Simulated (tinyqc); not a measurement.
Inside a calculation. Model: double-gate transistor below threshold, two-dimensional Poisson equation on a small mesh.

Program tinyqc, `OMP_NUM_THREADS=1 python tinyqc.py 2480037 2480038 out.jsonl`; Intel Xeon 2.30GHz, shared host, one thread, about 0.09 s. Printed values are rounded.

Half of a symmetric double-gate structure: row 0 is the mid-plane of the body, where the normal field vanishes. Mobile charge is neglected (subthreshold), the body is fully depleted, and potentials are counted from the intrinsic level; rows run upward to the gate, columns from source to drain.

Inputs (values chosen for the exercise); semiconductor permittivity close to that of In0.53Ga0.47As: temperature T = 300 K; relative permittivity of the semiconductor eps_r = 14.1; relative permittivity of the insulator eox = 7.5; half the body thickness tb = 6 nm; insulator thickness tox = 1.5 nm; channel length L = 35 nm; acceptor density of the depleted body Na = 0 cm^-3; potential of the source Vbi = 0.47 V; gate offset Vfb = 0.13 V; gate voltage Vg = -0.1 V; drain voltage Vd = 0.5 V.

Constants: q = 1.602176634e-19 C, kB = 1.380649e-23 J/K, Vt = kB T/q, eps0 = 8.8541878128e-14 F/cm where lengths are in cm. Results are converted to the units shown.

## Coefficients of the five-point equations

Mesh: rows i = 0..3 in the semiconductor (step hs = tb/3, row 3 on the interface), then 2 step(s) ho = tox/2 up to the gate row 5; columns j = 0..7 (step hy = L/7). Box integration, divided by eps0: up_i = eps hy/h of the interval above row i, dn_i = that of the interval below (0 for row 0), lat_i = (sum of eps h/2 over the intervals above and below)/hy, s_i = -q Na w_i hy/eps0 with w_i the semiconductor height of the box (hs/2 for row 0 and the interface row, hs between, 0 in the insulator). Each free node obeys (up + dn + 2 lat) psi = up psi(above) + dn psi(below) + lat [psi(left) + psi(right)] + s.

```
row	up	dn	lat	s (V)
0	35.25	0	2.82	0
1	35.25	35.25	5.64	0
2	35.25	35.25	5.64	0
3	50	35.25	3.38250	0
4	50	50	1.125	0
```

## Iteration 1: over-relaxation sweep (omega = 1.5)

psi at the start (fixed values on the edges, free nodes linear between source and drain columns) (V):
```
	j=0	j=1	j=2	j=3	j=4	j=5	j=6	j=7
row 0	0.470000	0.541429	0.612857	0.684286	0.755714	0.827143	0.898571	0.970000
row 1	0.470000	0.541429	0.612857	0.684286	0.755714	0.827143	0.898571	0.970000
row 2	0.470000	0.541429	0.612857	0.684286	0.755714	0.827143	0.898571	0.970000
row 3	0.470000	0.541429	0.612857	0.684286	0.755714	0.827143	0.898571	0.970000
row 4	0.120000	0.155714	0.191429	0.227143	0.262857	0.298571	0.334286	0.370000
row 5	-0.230000	-0.230000	-0.230000	-0.230000	-0.230000	-0.230000	-0.230000	-0.230000
```

Free nodes: rows 0..4, columns 1..6, taken row by row from row 0, left to right. t = (up psi(above) + dn psi(below) + lat [psi(left) + psi(right)] + s)/(up + dn + 2 lat), with the newest neighbours; psi(new) = psi + 1.5 (t - psi).

psi after iteration 1 (V):
```
	j=0	j=1	j=2	j=3	j=4	j=5	j=6	j=7
row 0	0.470000	0.541429	0.612857	0.684286	0.755714	0.827143	0.898571	0.970000
row 1	0.470000	0.541429	0.612857	0.684286	0.755714	0.827143	0.898571	0.970000
row 2	0.470000	0.541429	0.612857	0.684286	0.755714	0.827143	0.898571	0.970000
row 3	0.470000	0.227039	0.252022	0.291779	0.332351	0.372968	0.413588	0.970000
row 4	0.120000	-0.074890	-0.077049	-0.065190	-0.052503	-0.039769	-0.027032	0.370000
row 5	-0.230000	-0.230000	-0.230000	-0.230000	-0.230000	-0.230000	-0.230000	-0.230000
```

## Iteration 2: over-relaxation sweep (omega = 1.5)

As before.

psi after iteration 2 (V):
```
	j=0	j=1	j=2	j=3	j=4	j=5	j=6	j=7
row 0	0.470000	0.541429	0.612857	0.684286	0.755714	0.827143	0.898571	0.970000
row 1	0.470000	0.541429	0.612857	0.684286	0.755714	0.827143	0.898571	0.970000
row 2	0.470000	0.338159	0.358531	0.404200	0.453014	0.502181	0.551388	0.970000
row 3	0.470000	0.059570	0.036586	0.053586	0.074868	0.096606	0.146832	0.970000
row 4	0.120000	-0.086856	-0.105854	-0.099418	-0.089834	-0.079889	-0.042699	0.370000
row 5	-0.230000	-0.230000	-0.230000	-0.230000	-0.230000	-0.230000	-0.230000	-0.230000
```

## Course of the iteration: over-relaxation sweep (omega = 1.5)

Stop when the largest change of psi is below 1e-7 V, or after 400 iterations. Fixed values: gate row Vg - Vfb; column 0 at Vbi and the last column at Vbi + Vd in the semiconductor, each running linearly to Vg - Vfb across the insulator.

Course of the iteration:
```
iteration	psi at row 0, j = 3 (V)	largest |change| of one entry (V)
1	0.684286	0.485
2	0.684286	0.347
3	0.684286	0.249
4	0.400669	0.356
5	0.164123	0.283
6	0.0587987	0.122
7	-0.0119433	0.0783
8	-0.0672690	0.0553
9	-0.0997609	0.0325
...	...	...
19	-0.127234	2.75e-5
20	-0.127218	1.60e-5
21	-0.127212	6.09e-6
22	-0.127210	3.47e-6
23	-0.127208	1.46e-6
24	-0.127208	7.43e-7
25	-0.127208	5.25e-7
26	-0.127207	1.64e-7
27	-0.127207	8.39e-8
```

Converged in 27 iterations. The changes do not fall evenly; from iteration 22 to 27 they shrink by a factor of 2.1 a step on average.

## Barrier, swing and barrier lowering

converged psi (V):
```
	j=0	j=1	j=2	j=3	j=4	j=5	j=6	j=7
row 0	0.470000	0.108534	-0.069413	-0.127207	-0.102102	0.025695	0.343397	0.970000
row 1	0.470000	0.093853	-0.079025	-0.133839	-0.110317	0.010502	0.318686	0.970000
row 2	0.470000	0.046648	-0.107528	-0.153005	-0.134100	-0.034669	0.239073	0.970000
row 3	0.470000	-0.043624	-0.153422	-0.182472	-0.170767	-0.107729	0.086310	0.970000
row 4	0.120000	-0.134585	-0.191240	-0.206003	-0.200090	-0.168099	-0.068043	0.370000
row 5	-0.230000	-0.230000	-0.230000	-0.230000	-0.230000	-0.230000	-0.230000	-0.230000
```

d psi/dVg on row 0: j=0 0.000000, j=1 0.520036, j=2 0.780904, j=3 0.878584, j=4 0.878584, j=5 0.780904, j=6 0.520036, j=7 0.000000
d psi/dVd on row 0: j=0 0.00000, j=1 0.00512, j=2 0.01444, j=3 0.03560, j=4 0.08581, j=5 0.20466, j=6 0.47485, j=7 1.00000

The barrier is read along row 0, the path farthest from the gate. Take the node j of lowest psi: barrier Vbi - psi_j; swing Vt ln 10/(d psi_j/dVg); DIBL = (d psi_j/dVd)/(d psi_j/dVg). The derivatives solve the same equations with s = 0 and a unit change of that voltage.

j = 3
barrier = 0.597207 V
swing = 67.7527 mV/decade
DIBL = 40.5228 mV/V

A mesh of 12, 8 and 80 steps (semiconductor, insulator, channel) gives a barrier of 0.608 V, a swing of 66.4 mV a decade and a DIBL of 42.5 mV/V; the small mesh puts the barrier 1.8 % below that.
